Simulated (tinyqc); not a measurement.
# Gated two-dimensional channel with two bands, quantum capacitance: two studies

phi is the Fermi level above the lowest band edge, in volts; Vg is counted from the gate voltage at which an empty channel would have phi = 0. The channel has no thickness; trap charge is -q Dit phi.

Values chosen for this exercise; lowest band close to that of monolayer MoS2:
- T = 300 K (temperature)
- eox = 3.9 (relative permittivity of the gate insulator (close to silicon dioxide))
- tox = 1.3 nm (insulator thickness)
- md = 0.517 m0 (in-plane mass)
- gv = 2 (valley degeneracy)
- m2 = 0.98 m0 (in-plane mass of a second band, chosen freely)
- g2 = 4 (valley degeneracy of that band, chosen freely)
- E2 = 0.36 eV (second band edge above the first)
- Dit = 3.2e12 cm^-2 eV^-1 (density of traps)
- Vg = 1.02 V (gate voltage)

Constants: q = 1.602176634e-19 C, kB = 1.380649e-23 J/K, hbar = 1.054571817e-34 J s, m0 = 9.1093837015e-31 kg, Vt = kB T/q, eps0 = 8.8541878128e-14 F/cm where lengths are in cm. Results are converted to the units shown.

Each table varies one quantity; the others keep the values above.

## Effect of the gate voltage

D1 = gv md m0 q/(pi hbar^2), D2 = g2 m2 m0 q/(pi hbar^2) per eV; n1 = D1 Vt ln(1 + exp(phi/Vt)), n2 = D2 Vt ln(1 + exp((phi - E2)/Vt)), n = n1 + n2; Cq = q dn/dphi = q [D1/(1 + exp(-phi/Vt)) + D2/(1 + exp((E2 - phi)/Vt))]. Cox = eps0 eox/tox; Vg = phi + q (n + Dit phi)/Cox. 1/C_G = 1/Cox + 1/(Cq + q Dit); dphi/dVg = Cox/(Cox + Cq + q Dit).

The same in every row: Cox (uF/cm^2) = 2.6563.

Effect of the gate voltage:

| Vg (V) | phi (V) | n (cm^-2) | Cq (uF/cm^2) | C_G (uF/cm^2) | dphi/dVg | share of the second band (%) |
|---|---|---|---|---|---|---|
| -0.2 | -0.16848 | 1.6494e10 | 0.10214 | 0.49927 | 0.81204 | 3.3990e-4 |
| 0 | -0.057653 | 1.1403e12 | 6.7182 | 1.9426 | 0.26866 | 3.5760e-4 |
| 0.2 | -0.023499 | 3.7806e12 | 19.876 | 2.3501 | 0.11526 | 4.0422e-4 |
| 0.4 | -0.0049151 | 6.7288e12 | 31.322 | 2.4517 | 0.077012 | 4.6605e-4 |
| 0.6 | 0.0086967 | 9.7754e12 | 40.368 | 2.4942 | 0.061012 | 5.4313e-4 |
| 0.8 | 0.019978 | 1.2868e13 | 47.344 | 2.5166 | 0.052586 | 6.3832e-4 |
| 1 | 0.029954 | 1.5987e13 | 52.671 | 2.5299 | 0.047569 | 7.5576e-4 |
| 1.2 | 0.039124 | 1.9121e13 | 56.718 | 2.5384 | 0.044355 | 9.0091e-4 |
| 1.4 | 0.047765 | 2.2266e13 | 59.783 | 2.5442 | 0.042195 | 0.0010807 |
| 1.6 | 0.056046 | 2.5418e13 | 62.101 | 2.5482 | 0.040697 | 0.0013041 |

Read the table: what changes, and by how much?

As Vg goes from -0.2 to 1.6, Cq rises from 0.102 to 62.1 uF/cm^2, C_G/Cox rises from 0.188 to 0.959 and n rises from 1.65e10 to 2.54e13 cm^-2. Cq is below Cox for Vg = -0.2; there the density of states limits the response dn/dVg more than the insulator does. For Vg = 1.4, 1.6 the field in the insulator exceeds 10 MV/cm, beyond what real films hold.

## Effect of the insulator thickness

Same model as above.

Effect of the insulator thickness:

| tox (nm) | phi (V) | n (cm^-2) | Cq (uF/cm^2) | Cox (uF/cm^2) | C_G (uF/cm^2) | dphi/dVg | share of the second band (%) |
|---|---|---|---|---|---|---|---|
| 0.5 | 0.091259 | 3.9742e13 | 67.241 | 6.9063 | 6.2674 | 0.092502 | 0.0032567 |
| 0.9 | 0.049912 | 2.3071e13 | 60.439 | 3.8368 | 3.6096 | 0.059221 | 0.0011333 |
| 1.6 | 0.021687 | 1.3378e13 | 48.320 | 2.1582 | 2.0669 | 0.042325 | 6.5593e-4 |
| 2.9 | -7.0782e-4 | 7.5882e12 | 34.128 | 1.1907 | 1.1512 | 0.033231 | 4.8631e-4 |
| 5.2 | -0.019047 | 4.3676e12 | 22.402 | 0.66406 | 0.64536 | 0.028164 | 4.1565e-4 |
| 9.3 | -0.035086 | 2.5574e12 | 14.166 | 0.37130 | 0.36214 | 0.024672 | 3.8169e-4 |
| 17 | -0.049850 | 1.5159e12 | 8.7849 | 0.20313 | 0.19878 | 0.021380 | 3.6378e-4 |
| 30 | -0.061888 | 9.7530e11 | 5.7880 | 0.11510 | 0.11304 | 0.017941 | 3.5492e-4 |

As tox goes from 0.5 to 30, Cq falls from 67.2 to 5.79 uF/cm^2, C_G/Cox rises from 0.907 to 0.982 and n falls from 3.97e13 to 9.75e11 cm^-2. Cq exceeds Cox in every row, so the insulator is the tighter limit, though Cq still cuts C_G by up to 9.3 %. With the insulator thinned by a factor of 60.0, the charge grows only by 40.7 while Cox grows by 60.0. For tox = 0.5, 0.9 the field in the insulator exceeds 10 MV/cm, beyond what real films hold.

Numbers from tinyqc (`OMP_NUM_THREADS=1 python tinyqc.py 2200040 2200041 out.jsonl`; about 0.01 s on one thread of a shared Intel Xeon 2.30GHz).
